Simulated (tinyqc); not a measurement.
# Free and trapped electrons in a MOS channel with a dense trap tail: effects of single changes

p-type body, charge-sheet picture, full ionisation (an idealisation for deep acceptors), Boltzmann statistics for free electrons. e = Ec - EF at the surface. Acceptor-like traps of density D(E) = D0 + De exp(-E/Ew) at depth E below Ec, from 0 to Eu, hold n_t = integral of D(E)/(1 + exp((e - E)/Vt)). psi = Eg - Vt ln(Nv/Na) - e; N_dep = sqrt(2 eps0 eps_r Na (psi - Vt)/q); n_f = sqrt(N_dep^2 + 2 eps0 eps_r Vt Nc exp(-e/Vt)/q) - N_dep; Vg = Vfb + psi + q (N_dep + n_t + n_f)/Cox, Cox = eps0 eox/tox.

Values chosen for this exercise; band and dielectric values close to those of silicon:
```
symbol,value,unit,meaning
T,250,K,temperature
Eg,1.12,eV,band gap
eps_r,11.7,,relative permittivity
Nc,2.14e19,cm^-3,conduction-band density of states at T
Nv,1.99e19,cm^-3,valence-band density of states at T
eox,3.9,,relative permittivity of the insulator
tox,44,nm,insulator thickness
Na,8e16,cm^-3,acceptor density
Vfb,-0.84,V,flat-band voltage without trapped charge
D0,2e11,cm^-2 eV^-1,constant background density of acceptor-like traps
De,2.9e13,cm^-2 eV^-1,density of the tail at the conduction edge
Ew,0.07,eV,decay energy of the tail
Eu,0.57,eV,depth below Ec down to which the traps reach
mf,150,cm^2/(V s),mobility of free electrons
```

Constants: q = 1.602176634e-19 C, kB = 1.380649e-23 J/K, Vt = kB T/q, eps0 = 8.8541878128e-14 F/cm where lengths are in cm. Results are converted to the units shown.

Each table varies one quantity; the others keep the values above.

## Free and trapped charge against gate voltage

Free share n_f/(n_f + n_t); swing ln 10 n_f/(dn_f/dVg); field-effect mobility mf q (dn_f/dVg)/Cox, for a constant mf; oxide field q (N_dep + n_t + n_f)/(eps0 eox).

Free and trapped charge against gate voltage:
columns A: Vg (V); B: e (eV); C: n_f (cm^-2); D: n_t (cm^-2); E: free share (%); F: swing (mV/decade); G: field-effect mobility (cm^2/(V s)); H: oxide field (MV/cm)
```
A            B         C         D         E        F         G       H
1.7     0.3138   1.693e6  7.758e10  0.002183    174.8  0.006832  0.4211
2.7     0.1454   3.755e9  3.821e11    0.9732    579.5     4.568  0.6101
3.7    0.08750  5.203e10  7.636e11     6.379     1325     27.69  0.8242
4.7    0.05784  1.898e11  1.085e12     14.89     2386     56.09   1.045
5.8    0.03730  4.376e11  1.355e12     24.40     3830     80.56   1.290
6.8    0.02374  7.289e11  1.540e12     32.12     5291     97.15   1.514
7.8    0.01290  1.068e12  1.680e12     38.86     6849     110.0   1.739
8.8   0.003851  1.444e12  1.785e12     44.72     8498     119.8   1.964
9.9  -0.004607  1.889e12  1.870e12     50.26  1.042e4     127.9   2.212
```

n_f reaches 1e11 cm^-2 at Vg = 4.13 V, against 2.27 V without traps. The free share rises from 0.00218 to 50.3 % and the field-effect mobility rises from 0.00683 to 128 cm^2/(V s), although mf = 150 is constant: in the last row 85.2 % of Cox dVg goes into free electrons. The swing in the first row is 175 mV a decade (Vt ln 10 = 49.6). For Vg = 5.8, 6.8, 7.8, 8.8, 9.9 EF lies less than 2 Vt below the band edge, or above it, where degeneracy and confinement, left out, matter.

## Effect of the acceptor density

Vfb is held fixed. VT is the Vg for n_f = 1e11 cm^-2; swing ln 10 n_f/(dn_f/dVg) at n_f = 1e8 cm^-2; the last three columns are for Vg = VT + 3.5 V, with free share n_f/(n_f + n_t) and field-effect mobility mf q (dn_f/dVg)/Cox; there EF is near the band edge, where Boltzmann statistics are rough.

Effect of the acceptor density:
columns A: Na (cm^-3); B: e at VT (eV); C: VT (V); D: q n_t/Cox at VT (V); E: swing (mV/decade); F: n_f (cm^-2); G: free share (%); H: field-effect mobility (cm^2/(V s))
```
A           B      C      D      E         F      G      H
1e15   0.1140  1.491  1.130  149.1  9.545e11  41.05  94.57
2e15   0.1086  1.677  1.207  160.2  9.648e11  40.83  95.92
6e15  0.09886  2.085  1.358  182.4  9.808e11  40.27  98.65
1e16  0.09400  2.341  1.441  195.1  9.876e11  39.90  100.2
3e16  0.08299  3.097  1.646  229.9  9.996e11  38.89  104.0
8e16  0.07274  4.132  1.862  272.8  1.008e12  37.79  108.0
2e17  0.06293  5.589  2.089  328.0  1.016e12  36.75  112.2
5e17  0.05297  7.795  2.341  405.0  1.027e12  35.85  116.6
```

What does the table show?

As Na goes from 1e15 to 5e17, VT rises from 1.49 to 7.80 V, its part due to traps rises from 1.13 to 2.34 V, the swing rises from 149 to 405 mV/decade and the field-effect mobility rises from 94.6 to 117 cm^2/(V s). Most of the rise of VT is depletion charge; the trap part grows since the same n_f needs EF nearer the band edge at heavier doping.

Program tinyqc, `OMP_NUM_THREADS=1 python tinyqc.py 2222184 2222185 out.jsonl`; Intel Xeon 2.30GHz, shared host, one thread, about 0.02 s.
